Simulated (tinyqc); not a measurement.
Inside a calculation. Model: hydrogen passivation and dissociation of interface defects with a spread of activation energies. Computed by tinyqc, a small Python program that keeps every step. Command: `OMP_NUM_THREADS=1 python tinyqc.py 3005679 3005680 out.jsonl passivation walk`. One thread of a shared host (Intel(R) Xeon(R) Processor @ 2.30GHz), about 0.01 s of CPU time with the checks. Intermediate numbers are printed to about 7 digits and carried at full precision; extremes and crossings named in words are read from the listed rows.

Active defects P react as P + H2 -> HP + H and HP -> P + H; released atomic hydrogen is removed. All defects start active. Activation energies are normally distributed, independently for the two reactions.

Inputs (values chosen for the exercise, for a model interface): defect density N_0 = 1.7e+12 cm^-2; mean passivation energy E_f = 1.57 eV; spread s_f = 0.14 eV; prefactor k_f0 = 3e-09 cm^3/s; mean dissociation energy E_d = 2.65 eV; spread s_d = 0.11 eV; prefactor k_d0 = 4.2e+13 1/s; dissolved hydrogen [H2] = 1.4e+18 cm^-3; anneal temperature T = 740 K; anneal time t = 130 s.

Ambient: hydrogen.

Constants: k_B = 8.617333262e-05 eV/K.

## Sites at the mean energies

a = k_f0 [H2] exp(-E_f/k_B T), b = k_d0 exp(-E_d/k_B T); the active share of one kind of site is b/(a + b) + (a/(a + b)) exp(-(a + b) t).

passivation rate a = 0.08526031 1/s

dissociation rate b = 3.761794e-05 1/s

active share, single energy = 4.562950e-04

steady active share, single energy = 4.410182e-04

## A five-point average

Gauss-Hermite nodes for a unit normal variable, z = 0, +/-1.355626, +/-2.856970 with weights 0.533333, 0.222076, 0.011257; E_f + s_f z is varied at the mean E_d.

Nodes:
```
z            weight  energy (eV)    rate (1/s)  active share
-2.856970  0.011257     1.170024  4.516339e+01  8.329292e-07
-1.355626  0.222076     1.380212  1.672237e+00  2.249508e-05
0.000000   0.533333     1.570000  8.526031e-02  4.562950e-04
1.355626   0.222076     1.759788  4.347065e-03  5.692481e-01
2.856970   0.011257     1.969976  1.609561e-04  9.793435e-01
```

active share, five points = 0.1376892

Caution: the spread exceeds 1.3 k_B T, so the integrand is step-like and five points are a rough average.

## Average over the spread

Full average: z from -5 to 5 in steps of 0.125 with normalised weights exp(-z^2/2), energy = mean + spread x z, over both energies.

active share = 0.1194497

active defects = 2.030644e+11 cm^-2

The spread changes the active share from 4.56e-4 to 0.119: sites that passivate slowly or dissociate easily weigh most in the average.

## Isochronal anneals

The formulas are those given above.

Same time, other temperatures:
```
T (K)       a (1/s)       b (1/s)  active share, single energy  active share, spread
450    1.096537e-08  8.801476e-17                 9.999986e-01             0.9994352
525    3.563794e-06  1.528864e-12                 9.995368e-01             0.9813312
600    2.727908e-04  2.313284e-09                 9.651586e-01             0.8237083
675    7.963400e-03  6.877862e-07                 3.551644e-01             0.4169845
750    1.183896e-01  6.546860e-05                 5.528922e-04             0.0936163
825    1.077454e+00  2.721892e-03                 2.519860e-03             0.0301238
900    6.786350e+00  6.079984e-02                 8.879584e-03             0.0529067
975    3.220432e+01  8.421523e-01                 2.548388e-02             0.0934127
1050   1.223435e+02  8.013258e+00                 6.147174e-02             0.1500042
1125   3.890083e+02  5.646402e+01                 1.267509e-01             0.2218265
```

The active share is lowest, 0.0301, at 825 K of those listed: below, passivation is too slow for this time, and above, dissociation competes. A single energy would promise 5.53e-4 (at 750 K), so among these rows the spread raises the floor by a factor 54.

## Isothermal kinetics

Times are decades about 1/(a + b) of the mean site. The last column is the part of the change still to come; rows stop once it is below 1e-5.

Against time:
```
t (s)  active share, single energy  active share, spread  unreacted part
0.01                  9.991478e-01             0.9920301    9.919439e-01
0.1                   9.915102e-01             0.9472182    9.466478e-01
1                     9.182747e-01             0.7762663    7.738486e-01
10                    4.263965e-01             0.4424321    4.364068e-01
100                   6.384269e-04             0.1417089    1.324339e-01
1000                  4.410182e-04             0.0272122    1.669990e-02
10000                 4.410182e-04             0.0113012    6.169245e-04
```

A single energy finishes within about two decades of time. With the spread the unreacted part is 0.95 at 0.1 s and still 0.13 at 100 s, where one energy leaves 2.0e-4: a width of s/k_B T = 2.20 in ln(rate) stretches the decay markedly.

Checks made by the program: the average on a grid twice as fine (relative difference 4e-07).
